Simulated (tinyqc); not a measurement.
From results back to parameters: Shockley state of an s-p chain by decimation. Three cases, with inputs chosen for the exercise.

Problem. For the s-p chain the s level is -d/2 - 2 ts cos k and the p level d/2 + 2 tp cos k at k = 0 and pi, and at k = pi/2 the bands lie sqrt(d^2 + 16 u^2) apart. The values below come from hidden parameters.

Case 1.

s level (eV): k = 0 -3.575, k = pi 0.145
p level (eV): k = 0 5.075, k = pi -1.645
splitting at pi/2 = 4.20933 eV

Case 2.

s level (eV): k = 0 -6.425, k = pi -0.585
p level (eV): k = 0 5.625, k = pi 1.385
splitting at pi/2 = 7.59385 eV

Case 3.

s level (eV): k = 0 -2.630, k = pi 1.210
p level (eV): k = 0 2.210, k = pi -0.790
splitting at pi/2 = 2.51849 eV

Find: d, ts, tp, |u|; order at k = pi.

Solution. Means give -d/2 and d/2, widths 4 ts and 4 tp; u follows from the splitting. The order is inverted where s lies above p at pi.

Case 1.

d, ts, tp, |u| (eV): 3.43  0.93  1.68  0.61

order at k = pi: inverted

Case 2.

d, ts, tp, |u| (eV): 7.01  1.46  1.06  0.73

order at k = pi: normal

Case 3.

d, ts, tp, |u| (eV): 1.42  0.96  0.75  0.52

order at k = pi: inverted

Computed by tinyqc, one run a case: `OMP_NUM_THREADS=1 python tinyqc.py N N+1 out.jsonl` with N = 1481923, 1481964, 1481970; one thread of a shared Intel(R) Xeon(R) Processor @ 2.30GHz, about 0.4 s a run at most.
